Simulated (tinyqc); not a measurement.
# Input admittance of a MOSFET at zero drain bias: distributed channel and distributed gate, step by step

tinyqc, about 0.01 s, one thread, Intel Xeon 2.30GHz (shared host): `OMP_NUM_THREADS=1 python tinyqc.py 2262034 2262035 out.jsonl` Printed values are rounded.

Source and drain grounded, strong inversion, w = 2 pi f, Cox = eps0 eox/tox. The channel is an RC line of resistance 1/(mu Cox Vo) per square fed from both ends, so one finger has the intrinsic admittance y = i w Cox L tanh(g)/g per width, g = (1/2) sqrt(i w tau), tau = L^2/(mu Vo). The vertical resistance rv/L is in series with y, the overlaps 2 i w Cov in parallel: y_t = 1/(1/y + rv/L) + 2 i w Cov. The gate strip is a line of Rsh/L per length loaded by y_t, so a finger has Y = y_t Wf tanh(k)/k, k = (Wf/sd) sqrt(y_t Rsh/L); the device has Nf Y.

Inputs (values chosen for the exercise); values of the order met in silicon radio-frequency transistors: relative permittivity of the gate insulator (close to silicon nitride) eox = 7.33; insulator thickness tox = 7.9 nm; channel length L = 0.2 um; finger width Wf = 1.3 um; number of fingers Nf = 8; channel mobility mu = 340 cm^2/(V s); gate overdrive Vo = 0.2 V; sheet resistance of the gate Rsh = 34 ohm/square; vertical resistivity of the gate stack rv = 0 ohm um^2; number of ends at which a finger is contacted sd = 1; overlap and fringe capacitance on each side Cov = 0.34 fF/um; frequency f = 16 GHz.

Constants: eps0 = 8.8541878128e-14 F/cm where lengths are in cm. Results are converted to the units shown.

## Low-frequency resistances and capacitance

Low-frequency limits, with c = Cox L and ct = c + 2 Cov: R_strip = Rsh Wf/(3 sd^2 L Nf), R_ch = (c/ct)^2 L/(12 mu Cox Vo Wf Nf), R_vert = (c/ct)^2 rv/(L Wf Nf), C = ct Wf Nf.

parts (ohm): strip 9.20833, channel 14.3505, vertical 0
sum = 23.5589 ohm
C = 24.1599 fF
1/(2 pi R C) = 279.621 GHz

The channel term is the largest, 60.9 % of the sum.

## Admittance of the channel and stack per width

tau, g, c = Cox L, y and y_t as defined.

tau = 5.88235 ps
g = 0.271882+0.271882i
c = 1.64307 fF/um
y = 8.111+164.700i uS/um
y_t = 8.111+233.061i uS/um

w tau = 0.591, and Im y is 0.997 of w c.

## Input impedance of the device

k and Y as defined; Z = 1/(Nf Y) = R + 1/(i w C); Q = |Im Z|/R; signal at the point farthest from a contact |1/cosh k|.

k = 0.186184+0.179817i
Nf Y = 0.13820+2.41863i mS
R = 23.5481 ohm
C = 24.1371 fF
Q = 17.5008
signal at the far point = 0.998464

R is 0.046 % below its low-frequency limit and C is 0.094 % below its own.
